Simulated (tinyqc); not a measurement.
Inside a calculation (part 2 of 2). Method: UHF in the 6-311g basis, for H2, spin multiplicity 1. Computed by tinyqc, a small Python program that keeps every step (integrals from PySCF). Command: `OMP_NUM_THREADS=1 python tinyqc.py 23137 23138 out.jsonl` (the two numbers bound the seeds that draw the settings). One thread of a shared host (Intel(R) Xeon(R) Processor @ 2.60GHz), about 0.1 s of CPU time with the checks.

Geometry (angstrom):
```
atom         x         y         z
H     0.000000  0.000000  0.000000
H     0.000000  0.000000  1.354000
```

## Iteration 2: diagonalisation and new density

F(alpha) (hartree), order 1H 1s, 1H 2s, 1H 3s, 2H 1s, 2H 2s, 2H 3s:
$$\begin{pmatrix}
0.451555 & -0.526618 & -0.523284 & -0.104791 & -0.249515 & -0.323809 \\
-0.526618 & -0.427240 & -0.441290 & -0.162567 & -0.244724 & -0.310302 \\
-0.523284 & -0.441290 & -0.315633 & -0.157509 & -0.191320 & -0.224004 \\
-0.104791 & -0.162567 & -0.157509 & 0.950467 & -0.045303 & -0.192171 \\
-0.249515 & -0.244724 & -0.191320 & -0.045303 & 0.074567 & -0.098219 \\
-0.323809 & -0.310302 & -0.224004 & -0.192171 & -0.098219 & -0.100143
\end{pmatrix}$$

F(beta) (hartree), order 1H 1s, 1H 2s, 1H 3s, 2H 1s, 2H 2s, 2H 3s:
$$\begin{pmatrix}
0.950467 & -0.045303 & -0.192171 & -0.104791 & -0.162567 & -0.157509 \\
-0.045303 & 0.074567 & -0.098219 & -0.249515 & -0.244724 & -0.191320 \\
-0.192171 & -0.098219 & -0.100143 & -0.323809 & -0.310302 & -0.224004 \\
-0.104791 & -0.249515 & -0.323809 & 0.451555 & -0.526618 & -0.523284 \\
-0.162567 & -0.244724 & -0.310302 & -0.526618 & -0.427240 & -0.441290 \\
-0.157509 & -0.191320 & -0.224004 & -0.523284 & -0.441290 & -0.315633
\end{pmatrix}$$

X, order 1H 1s, 1H 2s, 1H 3s, 2H 1s, 2H 2s, 2H 3s:
$$\begin{pmatrix}
1.371742 & -0.742630 & 0.202507 & 0.013164 & 0.045258 & -0.056791 \\
-0.742630 & 2.101946 & -1.001021 & 0.045258 & -0.196115 & 0.165273 \\
0.202507 & -1.001021 & 2.003747 & -0.056791 & 0.165273 & -0.757085 \\
0.013164 & 0.045258 & -0.056791 & 1.371742 & -0.742630 & 0.202507 \\
0.045258 & -0.196115 & 0.165273 & -0.742630 & 2.101946 & -1.001021 \\
-0.056791 & 0.165273 & -0.757085 & 0.202507 & -1.001021 & 2.003747
\end{pmatrix}$$

Diagonalise F' = X^T F X, C = X C', fill 1 alpha and 1 beta electrons from the bottom; D(s) = C_occ C_occ^T. Each column has its largest component positive (the first on a tie).

F' = X^T F X (alpha) (hartree):
$$\begin{pmatrix}
1.526727 & -1.260686 & -0.063357 & 0.058515 & -0.053135 & -0.127908 \\
-1.260686 & 0.756963 & -0.448854 & -0.033257 & -0.165786 & -0.020529 \\
-0.063357 & -0.448854 & 0.104777 & -0.087205 & 0.026652 & -0.119127 \\
0.058515 & -0.033257 & -0.087205 & 1.844673 & -1.044996 & 0.050579 \\
-0.053135 & -0.165786 & 0.026652 & -1.044996 & 1.029665 & -0.298570 \\
-0.127908 & -0.020529 & -0.119127 & 0.050579 & -0.298570 & 0.202490
\end{pmatrix}$$

orbital energies (alpha) (hartree): MO1 -0.529266, MO2 0.087256, MO3 0.343458, MO4 0.489588, MO5 2.488348, MO6 2.585913

coefficients C (alpha), order 1H 1s, 1H 2s, 1H 3s, 2H 1s, 2H 2s, 2H 3s:
$$\begin{pmatrix}
0.217000 & -0.068932 & -0.078691 & 0.067939 & -1.553740 & -0.053604 \\
0.489497 & -0.106405 & -1.236487 & 0.594466 & 1.969531 & -0.165144 \\
0.379767 & -0.748787 & 1.605709 & -1.136200 & -1.004783 & 0.279336 \\
0.046790 & 0.146772 & -0.013874 & -0.110045 & 0.084588 & -1.560911 \\
0.051391 & 0.076054 & -0.496765 & -1.446289 & -0.346245 & 1.890160 \\
0.003096 & 1.225459 & 0.112025 & 1.768701 & 0.378506 & -0.935891
\end{pmatrix}$$

F' = X^T F X (beta) (hartree):
$$\begin{pmatrix}
1.844673 & -1.044996 & 0.050579 & 0.058515 & -0.033257 & -0.087205 \\
-1.044996 & 1.029665 & -0.298570 & -0.053135 & -0.165786 & 0.026652 \\
0.050579 & -0.298570 & 0.202490 & -0.127908 & -0.020529 & -0.119127 \\
0.058515 & -0.053135 & -0.127908 & 1.526727 & -1.260686 & -0.063357 \\
-0.033257 & -0.165786 & -0.020529 & -1.260686 & 0.756963 & -0.448854 \\
-0.087205 & 0.026652 & -0.119127 & -0.063357 & -0.448854 & 0.104777
\end{pmatrix}$$

orbital energies (beta) (hartree): MO1 -0.529266, MO2 0.087256, MO3 0.343458, MO4 0.489588, MO5 2.488348, MO6 2.585913

coefficients C (beta), order 1H 1s, 1H 2s, 1H 3s, 2H 1s, 2H 2s, 2H 3s:
$$\begin{pmatrix}
0.046790 & 0.146772 & -0.013874 & -0.110045 & 0.084588 & -1.560911 \\
0.051391 & 0.076054 & -0.496765 & -1.446289 & -0.346245 & 1.890160 \\
0.003096 & 1.225459 & 0.112025 & 1.768701 & 0.378506 & -0.935891 \\
0.217000 & -0.068932 & -0.078691 & 0.067939 & -1.553740 & -0.053604 \\
0.489497 & -0.106405 & -1.236487 & 0.594466 & 1.969531 & -0.165144 \\
0.379767 & -0.748787 & 1.605709 & -1.136200 & -1.004783 & 0.279336
\end{pmatrix}$$

D(alpha) after iteration 2, order 1H 1s, 1H 2s, 1H 3s, 2H 1s, 2H 2s, 2H 3s:
$$\begin{pmatrix}
0.047089 & 0.106221 & 0.082410 & 0.010153 & 0.011152 & 0.000672 \\
0.106221 & 0.239607 & 0.185895 & 0.022903 & 0.025156 & 0.001516 \\
0.082410 & 0.185895 & 0.144223 & 0.017769 & 0.019517 & 0.001176 \\
0.010153 & 0.022903 & 0.017769 & 0.002189 & 0.002405 & 0.000145 \\
0.011152 & 0.025156 & 0.019517 & 0.002405 & 0.002641 & 0.000159 \\
0.000672 & 0.001516 & 0.001176 & 0.000145 & 0.000159 & 0.000010
\end{pmatrix}$$

D(beta) after iteration 2, order 1H 1s, 1H 2s, 1H 3s, 2H 1s, 2H 2s, 2H 3s:
$$\begin{pmatrix}
0.002189 & 0.002405 & 0.000145 & 0.010153 & 0.022903 & 0.017769 \\
0.002405 & 0.002641 & 0.000159 & 0.011152 & 0.025156 & 0.019517 \\
0.000145 & 0.000159 & 0.000010 & 0.000672 & 0.001516 & 0.001176 \\
0.010153 & 0.011152 & 0.000672 & 0.047089 & 0.106221 & 0.082410 \\
0.022903 & 0.025156 & 0.001516 & 0.106221 & 0.239607 & 0.185895 \\
0.017769 & 0.019517 & 0.001176 & 0.082410 & 0.185895 & 0.144223
\end{pmatrix}$$

## Iteration 3: building the Fock matrix

core Hamiltonian H = T + V (hartree), order 1H 1s, 1H 2s, 1H 3s, 2H 1s, 2H 2s, 2H 3s:
$$\begin{pmatrix}
-0.197573 & -0.787674 & -0.554679 & -0.074164 & -0.244317 & -0.323033 \\
-0.787674 & -0.811605 & -0.700776 & -0.244317 & -0.411889 & -0.484280 \\
-0.554679 & -0.700776 & -0.708757 & -0.323033 & -0.484280 & -0.571126 \\
-0.074164 & -0.244317 & -0.323033 & -0.197573 & -0.787674 & -0.554679 \\
-0.244317 & -0.411889 & -0.484280 & -0.787674 & -0.811605 & -0.700776 \\
-0.323033 & -0.484280 & -0.571126 & -0.554679 & -0.700776 & -0.708757
\end{pmatrix}$$

nuclear repulsion = 0.39082512 hartree

Given earlier and not repeated: Two-electron integrals (ij|kl) in chemists' order.

J_ij = sum D_kl (ij|kl) with D = D(alpha) + D(beta), K_ij = sum D_kl (ik|jl) for each spin; F = H + J - K(s); E = tr D H + tr D J / 2 - 0.5 sum_s tr D(s) K(s) + E_nn.

Coulomb J (hartree), order 1H 1s, 1H 2s, 1H 3s, 2H 1s, 2H 2s, 2H 3s:
$$\begin{pmatrix}
1.218240 & 0.810314 & 0.419684 & 0.020725 & 0.154607 & 0.229972 \\
0.810314 & 1.000976 & 0.726276 & 0.154607 & 0.368388 & 0.457707 \\
0.419684 & 0.726276 & 0.763904 & 0.229972 & 0.457707 & 0.576732 \\
0.020725 & 0.154607 & 0.229972 & 1.218240 & 0.810314 & 0.419684 \\
0.154607 & 0.368388 & 0.457707 & 0.810314 & 1.000976 & 0.726276 \\
0.229972 & 0.457707 & 0.576732 & 0.419684 & 0.726276 & 0.763904
\end{pmatrix}$$

exchange K(alpha) (hartree), order 1H 1s, 1H 2s, 1H 3s, 2H 1s, 2H 2s, 2H 3s:
$$\begin{pmatrix}
0.555905 & 0.539976 & 0.383309 & 0.070715 & 0.176659 & 0.237577 \\
0.539976 & 0.594541 & 0.448705 & 0.094110 & 0.216370 & 0.284793 \\
0.383309 & 0.448705 & 0.353547 & 0.080931 & 0.176282 & 0.228974 \\
0.070715 & 0.094110 & 0.080931 & 0.052501 & 0.071742 & 0.068585 \\
0.176659 & 0.216370 & 0.176282 & 0.071742 & 0.124348 & 0.134653 \\
0.237577 & 0.284793 & 0.228974 & 0.068585 & 0.134653 & 0.160988
\end{pmatrix}$$

exchange K(beta) (hartree), order 1H 1s, 1H 2s, 1H 3s, 2H 1s, 2H 2s, 2H 3s:
$$\begin{pmatrix}
0.052501 & 0.071742 & 0.068585 & 0.070715 & 0.094110 & 0.080931 \\
0.071742 & 0.124348 & 0.134653 & 0.176659 & 0.216370 & 0.176282 \\
0.068585 & 0.134653 & 0.160988 & 0.237577 & 0.284793 & 0.228974 \\
0.070715 & 0.176659 & 0.237577 & 0.555905 & 0.539976 & 0.383309 \\
0.094110 & 0.216370 & 0.284793 & 0.539976 & 0.594541 & 0.448705 \\
0.080931 & 0.176282 & 0.228974 & 0.383309 & 0.448705 & 0.353547
\end{pmatrix}$$

F(alpha) (hartree), order 1H 1s, 1H 2s, 1H 3s, 2H 1s, 2H 2s, 2H 3s:
$$\begin{pmatrix}
0.464762 & -0.517336 & -0.518304 & -0.124154 & -0.266369 & -0.330638 \\
-0.517336 & -0.405170 & -0.423205 & -0.183820 & -0.259870 & -0.311366 \\
-0.518304 & -0.423205 & -0.298400 & -0.173992 & -0.202855 & -0.223369 \\
-0.124154 & -0.183820 & -0.173992 & 0.968166 & -0.049102 & -0.203581 \\
-0.266369 & -0.259870 & -0.202855 & -0.049102 & 0.065022 & -0.109153 \\
-0.330638 & -0.311366 & -0.223369 & -0.203581 & -0.109153 & -0.105840
\end{pmatrix}$$

F(beta) (hartree), order 1H 1s, 1H 2s, 1H 3s, 2H 1s, 2H 2s, 2H 3s:
$$\begin{pmatrix}
0.968166 & -0.049102 & -0.203581 & -0.124154 & -0.183820 & -0.173992 \\
-0.049102 & 0.065022 & -0.109153 & -0.266369 & -0.259870 & -0.202855 \\
-0.203581 & -0.109153 & -0.105840 & -0.330638 & -0.311366 & -0.223369 \\
-0.124154 & -0.266369 & -0.330638 & 0.464762 & -0.517336 & -0.518304 \\
-0.183820 & -0.259870 & -0.311366 & -0.517336 & -0.405170 & -0.423205 \\
-0.173992 & -0.202855 & -0.223369 & -0.518304 & -0.423205 & -0.298400
\end{pmatrix}$$

total energy of this density = -1.02863197 hartree

## Iteration 3: diagonalisation and new density

As before.

F' = X^T F X (alpha) (hartree):
$$\begin{pmatrix}
1.542207 & -1.266600 & -0.062817 & 0.049130 & -0.063913 & -0.131979 \\
-1.266600 & 0.783988 & -0.436124 & -0.046140 & -0.175935 & -0.020372 \\
-0.062817 & -0.436124 & 0.119285 & -0.095075 & 0.019529 & -0.118116 \\
0.049130 & -0.046140 & -0.095075 & 1.876716 & -1.055034 & 0.046868 \\
-0.063913 & -0.175935 & 0.019529 & -1.055034 & 1.032957 & -0.303929 \\
-0.131979 & -0.020372 & -0.118116 & 0.046868 & -0.303929 & 0.201783
\end{pmatrix}$$

orbital energies (alpha) (hartree): MO1 -0.516028, MO2 0.093609, MO3 0.348410, MO4 0.501087, MO5 2.512216, MO6 2.617642

coefficients C (alpha), order 1H 1s, 1H 2s, 1H 3s, 2H 1s, 2H 2s, 2H 3s:
$$\begin{pmatrix}
0.220161 & -0.075258 & -0.074425 & 0.071050 & -1.552203 & -0.074659 \\
0.483632 & -0.110690 & -1.230994 & 0.611299 & 1.971357 & -0.134571 \\
0.354738 & -0.784094 & 1.604422 & -1.126711 & -1.004161 & 0.262949 \\
0.055450 & 0.140437 & -0.012730 & -0.104699 & 0.106776 & -1.560227 \\
0.078437 & 0.053342 & -0.502362 & -1.453213 & -0.371244 & 1.878437 \\
0.019947 & 1.253341 & 0.122111 & 1.751709 & 0.389684 & -0.924802
\end{pmatrix}$$

F' = X^T F X (beta) (hartree):
$$\begin{pmatrix}
1.876716 & -1.055034 & 0.046868 & 0.049130 & -0.046140 & -0.095075 \\
-1.055034 & 1.032957 & -0.303929 & -0.063913 & -0.175935 & 0.019529 \\
0.046868 & -0.303929 & 0.201783 & -0.131979 & -0.020372 & -0.118116 \\
0.049130 & -0.063913 & -0.131979 & 1.542207 & -1.266600 & -0.062817 \\
-0.046140 & -0.175935 & -0.020372 & -1.266600 & 0.783988 & -0.436124 \\
-0.095075 & 0.019529 & -0.118116 & -0.062817 & -0.436124 & 0.119285
\end{pmatrix}$$

orbital energies (beta) (hartree): MO1 -0.516028, MO2 0.093609, MO3 0.348410, MO4 0.501087, MO5 2.512216, MO6 2.617642

coefficients C (beta), order 1H 1s, 1H 2s, 1H 3s, 2H 1s, 2H 2s, 2H 3s:
$$\begin{pmatrix}
0.055450 & 0.140437 & -0.012730 & -0.104699 & 0.106776 & -1.560227 \\
0.078437 & 0.053342 & -0.502362 & -1.453213 & -0.371244 & 1.878437 \\
0.019947 & 1.253341 & 0.122111 & 1.751709 & 0.389684 & -0.924802 \\
0.220161 & -0.075258 & -0.074425 & 0.071050 & -1.552203 & -0.074659 \\
0.483632 & -0.110690 & -1.230994 & 0.611299 & 1.971357 & -0.134571 \\
0.354738 & -0.784094 & 1.604422 & -1.126711 & -1.004161 & 0.262949
\end{pmatrix}$$

D(alpha) after iteration 3, order 1H 1s, 1H 2s, 1H 3s, 2H 1s, 2H 2s, 2H 3s:
$$\begin{pmatrix}
0.048471 & 0.106477 & 0.078099 & 0.012208 & 0.017269 & 0.004391 \\
0.106477 & 0.233900 & 0.171562 & 0.026817 & 0.037935 & 0.009647 \\
0.078099 & 0.171562 & 0.125839 & 0.019670 & 0.027825 & 0.007076 \\
0.012208 & 0.026817 & 0.019670 & 0.003075 & 0.004349 & 0.001106 \\
0.017269 & 0.037935 & 0.027825 & 0.004349 & 0.006152 & 0.001565 \\
0.004391 & 0.009647 & 0.007076 & 0.001106 & 0.001565 & 0.000398
\end{pmatrix}$$

D(beta) after iteration 3, order 1H 1s, 1H 2s, 1H 3s, 2H 1s, 2H 2s, 2H 3s:
$$\begin{pmatrix}
0.003075 & 0.004349 & 0.001106 & 0.012208 & 0.026817 & 0.019670 \\
0.004349 & 0.006152 & 0.001565 & 0.017269 & 0.037935 & 0.027825 \\
0.001106 & 0.001565 & 0.000398 & 0.004391 & 0.009647 & 0.007076 \\
0.012208 & 0.017269 & 0.004391 & 0.048471 & 0.106477 & 0.078099 \\
0.026817 & 0.037935 & 0.009647 & 0.106477 & 0.233900 & 0.171562 \\
0.019670 & 0.027825 & 0.007076 & 0.078099 & 0.171562 & 0.125839
\end{pmatrix}$$

## Iteration 10 (converged): orbitals

converged F(alpha) (hartree), order 1H 1s, 1H 2s, 1H 3s, 2H 1s, 2H 2s, 2H 3s:
$$\begin{pmatrix}
0.523006 & -0.468443 & -0.491339 & -0.144399 & -0.281420 & -0.331345 \\
-0.468443 & -0.361253 & -0.400798 & -0.216104 & -0.288389 & -0.321896 \\
-0.491339 & -0.400798 & -0.290754 & -0.208350 & -0.237505 & -0.242535 \\
-0.144399 & -0.216104 & -0.208350 & 0.918056 & -0.102814 & -0.246157 \\
-0.281420 & -0.288389 & -0.237505 & -0.102814 & 0.003391 & -0.158263 \\
-0.331345 & -0.321896 & -0.242535 & -0.246157 & -0.158263 & -0.143025
\end{pmatrix}$$

converged F(beta) (hartree), order 1H 1s, 1H 2s, 1H 3s, 2H 1s, 2H 2s, 2H 3s:
$$\begin{pmatrix}
0.918056 & -0.102814 & -0.246157 & -0.144399 & -0.216104 & -0.208350 \\
-0.102814 & 0.003391 & -0.158263 & -0.281420 & -0.288389 & -0.237505 \\
-0.246157 & -0.158263 & -0.143025 & -0.331345 & -0.321896 & -0.242535 \\
-0.144399 & -0.281420 & -0.331345 & 0.523006 & -0.468443 & -0.491339 \\
-0.216104 & -0.288389 & -0.321896 & -0.468443 & -0.361253 & -0.400798 \\
-0.208350 & -0.237505 & -0.242535 & -0.491339 & -0.400798 & -0.290754
\end{pmatrix}$$

As before.

F' = X^T F X (alpha) (hartree):
$$\begin{pmatrix}
1.583757 & -1.242457 & -0.051248 & 0.040417 & -0.074623 & -0.134841 \\
-1.242457 & 0.814031 & -0.422531 & -0.059735 & -0.190607 & -0.025310 \\
-0.051248 & -0.422531 & 0.127537 & -0.105261 & 0.005725 & -0.123431 \\
0.040417 & -0.059735 & -0.105261 & 1.847634 & -1.077076 & 0.034263 \\
-0.074623 & -0.190607 & 0.005725 & -1.077076 & 1.006145 & -0.321358 \\
-0.134841 & -0.025310 & -0.123431 & 0.034263 & -0.321358 & 0.189856
\end{pmatrix}$$

orbital energies (alpha) (hartree): MO1 -0.495347, MO2 0.082116, MO3 0.353569, MO4 0.492601, MO5 2.526011, MO6 2.610008

coefficients C (alpha), order 1H 1s, 1H 2s, 1H 3s, 2H 1s, 2H 2s, 2H 3s:
$$\begin{pmatrix}
0.205053 & -0.090155 & -0.069671 & 0.077511 & -1.550964 & -0.114475 \\
0.447681 & -0.125662 & -1.201833 & 0.707702 & 1.967461 & -0.084768 \\
0.332363 & -0.843555 & 1.501720 & -1.231368 & -1.005718 & 0.238379 \\
0.073983 & 0.140650 & -0.017196 & -0.104121 & 0.146918 & -1.556166 \\
0.128130 & 0.087828 & -0.588735 & -1.407242 & -0.417607 & 1.874587 \\
0.069409 & 1.209202 & 0.274488 & 1.762546 & 0.411509 & -0.918441
\end{pmatrix}$$

F' = X^T F X (beta) (hartree):
$$\begin{pmatrix}
1.847634 & -1.077076 & 0.034263 & 0.040417 & -0.059735 & -0.105261 \\
-1.077076 & 1.006145 & -0.321358 & -0.074623 & -0.190607 & 0.005725 \\
0.034263 & -0.321358 & 0.189856 & -0.134841 & -0.025310 & -0.123431 \\
0.040417 & -0.074623 & -0.134841 & 1.583757 & -1.242457 & -0.051248 \\
-0.059735 & -0.190607 & -0.025310 & -1.242457 & 0.814031 & -0.422531 \\
-0.105261 & 0.005725 & -0.123431 & -0.051248 & -0.422531 & 0.127537
\end{pmatrix}$$

orbital energies (beta) (hartree): MO1 -0.495347, MO2 0.082116, MO3 0.353569, MO4 0.492601, MO5 2.526011, MO6 2.610008

coefficients C (beta), order 1H 1s, 1H 2s, 1H 3s, 2H 1s, 2H 2s, 2H 3s:
$$\begin{pmatrix}
0.073983 & 0.140650 & -0.017196 & -0.104121 & 0.146918 & -1.556166 \\
0.128130 & 0.087828 & -0.588735 & -1.407242 & -0.417607 & 1.874587 \\
0.069409 & 1.209202 & 0.274488 & 1.762546 & 0.411509 & -0.918441 \\
0.205053 & -0.090155 & -0.069671 & 0.077511 & -1.550964 & -0.114475 \\
0.447681 & -0.125662 & -1.201833 & 0.707702 & 1.967461 & -0.084768 \\
0.332363 & -0.843555 & 1.501720 & -1.231368 & -1.005718 & 0.238379
\end{pmatrix}$$

D(alpha) after iteration 10, order 1H 1s, 1H 2s, 1H 3s, 2H 1s, 2H 2s, 2H 3s:
$$\begin{pmatrix}
0.042047 & 0.091798 & 0.068152 & 0.015170 & 0.026273 & 0.014232 \\
0.091798 & 0.200418 & 0.148792 & 0.033121 & 0.057361 & 0.031073 \\
0.068152 & 0.148792 & 0.110465 & 0.024589 & 0.042586 & 0.023069 \\
0.015170 & 0.033121 & 0.024589 & 0.005473 & 0.009479 & 0.005135 \\
0.026273 & 0.057361 & 0.042586 & 0.009479 & 0.016417 & 0.008893 \\
0.014232 & 0.031073 & 0.023069 & 0.005135 & 0.008893 & 0.004818
\end{pmatrix}$$

D(beta) after iteration 10, order 1H 1s, 1H 2s, 1H 3s, 2H 1s, 2H 2s, 2H 3s:
$$\begin{pmatrix}
0.005473 & 0.009479 & 0.005135 & 0.015170 & 0.033121 & 0.024589 \\
0.009479 & 0.016417 & 0.008893 & 0.026273 & 0.057361 & 0.042586 \\
0.005135 & 0.008893 & 0.004818 & 0.014232 & 0.031073 & 0.023069 \\
0.015170 & 0.026273 & 0.014232 & 0.042047 & 0.091798 & 0.068152 \\
0.033121 & 0.057361 & 0.031073 & 0.091798 & 0.200418 & 0.148792 \\
0.024589 & 0.042586 & 0.023069 & 0.068152 & 0.148792 & 0.110465
\end{pmatrix}$$

## Convergence

Stop when the energy changes by less than 1e-09 hartree and every element of the error matrix X^T (F D S - S D F) X (for each spin) is below 9e-06.

Course of the cycle:
```
iteration  E (hartree)     change  largest element of the error matrix
1          -0.68648610          -                             2.83e-01
2          -1.00744337  -3.21e-01                             5.93e-02
3          -1.02863197  -2.12e-02                             1.42e-02
4          -1.03204926  -3.42e-03                             7.90e-03
5          -1.03380066  -1.75e-03                             3.63e-03
6          -1.03472090  -9.20e-04                             8.02e-04
7          -1.03475542  -3.45e-05                             6.55e-05
8          -1.03475550  -7.97e-08                             1.56e-05
9          -1.03475552  -1.43e-08                             7.07e-07
10         -1.03475552  -2.22e-11                             3.74e-08
```

PySCF UHF in the same basis, after a stability check = -1.03475552 hartree

Converged in 10 iterations.

## Populations, bond orders and dipole

overlap S, order 1H 1s, 1H 2s, 1H 3s, 2H 1s, 2H 2s, 2H 3s:
$$\begin{pmatrix}
1.000000 & 0.706377 & 0.373664 & 0.016821 & 0.130083 & 0.200804 \\
0.706377 & 1.000000 & 0.788963 & 0.130083 & 0.344170 & 0.473112 \\
0.373664 & 0.788963 & 1.000000 & 0.200804 & 0.473112 & 0.714397 \\
0.016821 & 0.130083 & 0.200804 & 1.000000 & 0.706377 & 0.373664 \\
0.130083 & 0.344170 & 0.473112 & 0.706377 & 1.000000 & 0.788963 \\
0.200804 & 0.473112 & 0.714397 & 0.373664 & 0.788963 & 1.000000
\end{pmatrix}$$

Mulliken: Z minus the diagonal of D S on the atom; Loewdin: the same with S^(1/2) D S^(1/2); Mayer order: 2 sum_s sum (D(s) S)_ij (D(s) S)_ji over the two atoms.

Charges (e):
```
atom  Mulliken  Loewdin  Mulliken spin
1H           0        0       0.710362
2H           0        0      -0.710362
```

Mayer bond orders:
```
pair     order
2-1   0.495385
```

dipole moment about the origin, x y z (debye): [0.000000, 0.000000, 0.000000]

<S^2> of the determinant (pure state: 0) = 0.386719
